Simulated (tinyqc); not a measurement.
What each parameter does: four-band model of biased bilayer graphene near K.

Basis A1, B1, A2, B2, with B1 below A2; p = kx + i ky, v_j = (sqrt3/2) a g_j. Diagonal -U/2, -U/2, U/2, U/2; <A1|B1> = <A2|B2> = v0 p*, <B1|A2> = g1, <A1|B2> = v3 p, <A1|A2> = <B1|B2> = -v4 p*.

Parameters, chosen for this exercise (near those used for Bernal bilayer graphene; shifted at random, so the results belong to these values and not to a real crystal): a = 2.46 angstrom (lattice constant); g0 = 2.74 eV (hopping in a layer); g1 = 0.308 eV (hopping of the dimer sites); g3 = 0.23 eV (skew hopping A1-B2); g4 = 0.11 eV (skew hopping A1-A2); U = 0.36 eV (potential difference of the layers); k = (-0.031, 0.003) 1/angstrom (wave vector from K).

The four levels at k.

One parameter was then changed.

Results before and after:
```
case     band 1 (eV)  band 2 (eV)  band 3 (eV)  band 4 (eV)
base         -0.4621      -0.1234       0.1314       0.4541
changed      -0.4817      -0.1298       0.1379       0.4735
```

Which of these changes was made? (a) g0 = 2.877 eV; (b) U = 0.41 eV; (c) g4 = 0.16 eV; (d) g3 = 0.33 eV; (e) g1 = 0.3388 eV.

Answer: (e) g1 = 0.3388 eV. Of the candidates, run in turn, only this one gives the changed row.

All candidates:
```
case            band 1 (eV)  band 2 (eV)  band 3 (eV)  band 4 (eV)
base                -0.4621      -0.1234       0.1314       0.4541
g0 = 2.877 eV       -0.4698      -0.1221       0.1302       0.4617
g1 = 0.3388 eV      -0.4817      -0.1298       0.1379       0.4735
g3 = 0.33 eV        -0.4614      -0.1266       0.1345       0.4535
g4 = 0.16 eV        -0.4640      -0.1216       0.1333       0.4523
U = 0.41 eV         -0.4790      -0.1358       0.1434       0.4715
```

Only g4 breaks the mirror symmetry between the upper and lower bands.

Program tinyqc; command `OMP_NUM_THREADS=1 python tinyqc.py 1451714 1451715 out.jsonl`; about 0.03 s on one thread of a shared Intel(R) Xeon(R) Processor @ 2.30GHz.
